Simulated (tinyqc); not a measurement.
# Floating body of a partially depleted SOI transistor: body voltage and kink: what changes with what

Source at 0 V. Channel current Ic = 2 nf K Vt^2 [F(0) - F(Vd)](1 + la Vd), F(V) = ln^2(1 + exp((Vg - VT - nf V)/(2 nf Vt))), VT = VT0 - gb Vb. Saturation voltage Vs = 2 Vt sqrt(F(0)) + 3 Vt, excess Ve = (Vd - Vs + sqrt((Vd - Vs)^2 + 0.0004 V^2))/2, multiplication M1 = Ai Ve exp(-Bl/Ve). Each junction passes D(v) = J1 (exp(v/Vt) - 1) + J2 (exp(v/(2 Vt)) - 1). Bipolar current Ib = bb J1 (exp(Vb/Vt) - 1). The body settles where M1 (Ic + Ib) = D(Vb) + D(Vb - Vd) + Vb/Rb; drain current Id = (1 + M1)(Ic + Ib) - D(Vb - Vd).

Inputs (values chosen for the exercise); values of the order met in partially depleted silicon-on-insulator transistors: temperature T = 300 K; threshold at zero body voltage VT0 = 0.39 V; fall of the threshold per volt of body voltage gb = 0.32; slope factor nf = 1.21; gain factor per width K = 160 uA/(V^2 um); channel-length modulation factor la = 0.05 1/V; impact-ionisation prefactor Ai = 2.65 1/V; impact-ionisation voltage Bl = 7.8 V; diffusion saturation current of each junction J1 = 8.3e-13 uA/um; recombination saturation current of each junction J2 = 1.4e-9 uA/um; gain of the lateral bipolar transistor on the diffusion current bb = 1; resistance of a weak body tie to the source (1e9 stands for no tie, and the term is then dropped) Rb = 3000 kohm um; gate voltage Vg = 0.96 V; drain voltage Vd = 2.2 V.

Constants: q = 1.602176634e-19 C, kB = 1.380649e-23 J/K, Vt = kB T/q. Results are converted to the units shown.

Each table varies one quantity; the others keep the values above.

## Output curve and kink

Rows with more than one solution for Vb (latch) are left out; dId/dVd by a forward difference over 1e-4 V, swing = 1e-4 V over the change of log10 Id; M1 under 1e-12 is printed as 0.

Output curve and kink:

| Vd (V) | Vb (V) | M1 | Id, floating (uA/um) | Id, grounded (uA/um) | ratio | dId/dVd, floating (uS/um) | dId/dVd, grounded (uS/um) |
|---|---|---|---|---|---|---|---|
| 1.16 | 3.186e-4 | 4.671e-6 | 22.74 | 22.73 | 1.000 | 1.260 | 1.076 |
| 1.32 | 0.005625 | 8.136e-5 | 23.05 | 22.90 | 1.006 | 3.181 | 1.102 |
| 1.48 | 0.03719 | 5.156e-4 | 24.06 | 23.08 | 1.042 | 10.81 | 1.207 |
| 1.64 | 0.1391 | 0.001716 | 27.06 | 23.30 | 1.162 | 28.86 | 1.472 |
| 1.8 | 0.3643 | 0.003575 | 34.09 | 23.57 | 1.447 | 61.83 | 1.963 |

What does the table show?

Vb rises from 3.19e-4 to 0.364 V and the ratio of the currents rises from 1.00 to 1.45. The output conductance with a floating body exceeds the grounded value by the largest factor among the rows, 31.5, at Vd = 1.8 V, where Vb = 0.364 V and M1 = 0.00357.

## Transfer curve and swing

Same model as above.

Results:

| Vg (V) | Vb (V) | M1 | Id, floating (uA/um) | Id, grounded (uA/um) | ratio | swing, floating (mV/decade) | swing, grounded (mV/decade) |
|---|---|---|---|---|---|---|---|
| -0.06 | 7.361e-8 | 0.1426 | 1.868e-7 | 1.868e-7 | 1.000 | 72.60 | 72.60 |
| 0.04 | 1.696e-6 | 0.1425 | 4.522e-6 | 4.522e-6 | 1.000 | 72.18 | 72.19 |
| 0.24 | 9.300e-4 | 0.1412 | 0.002506 | 0.002483 | 1.009 | 74.59 | 75.26 |
| 0.34 | 0.01901 | 0.1361 | 0.05288 | 0.04502 | 1.174 | 74.01 | 86.46 |
| 0.44 | 0.6814 | 0.08306 | 5.999 | 0.4425 | 13.56 | 290.0 | 123.2 |
| 0.54 | 0.6993 | 0.06513 | 11.42 | 1.961 | 5.827 | 432.3 | 198.3 |
| 0.64 | 0.7073 | 0.05030 | 18.16 | 5.029 | 3.610 | 567.5 | 301.1 |
| 0.74 | 0.7107 | 0.03807 | 26.15 | 9.623 | 2.717 | 698.8 | 415.9 |

Estimate the missing row, Vg = 0.14 V.

Computed row:

| Vg (V) | Vb (V) | M1 | Id, floating (uA/um) | Id, grounded (uA/um) | ratio | swing, floating (mV/decade) | swing, grounded (mV/decade) |
|---|---|---|---|---|---|---|---|
| 0.14 | 4.073e-5 | 0.1423 | 1.090e-4 | 1.089e-4 | 1.000 | 72.67 | 72.70 |

With this row back in the table: Vb rises from 7.36e-8 to 0.711 V. The smallest swing among the rows is 72.2 mV a decade with a floating body (at Vg = 0.04 V) and 72.2 with a grounded one; Vt ln 10 = 59.5. The floating swing is smaller by more than 3 % for Vg = 0.34 V, where the rising Vb lowers the threshold as Vg rises. In the first row the floating body raises the current by a factor of 1.00.

Range of the model: The multiplication law is an empirical form chosen for the exercise; self-heating and capacitive coupling to the body are left out, and the linear laws are rough once Vb passes about 0.7 V or M1 about 0.1.

Program tinyqc, `OMP_NUM_THREADS=1 python tinyqc.py 2182054 2182055 out.jsonl`; Intel Xeon 2.30GHz, shared host, one thread, about 0.2 s.
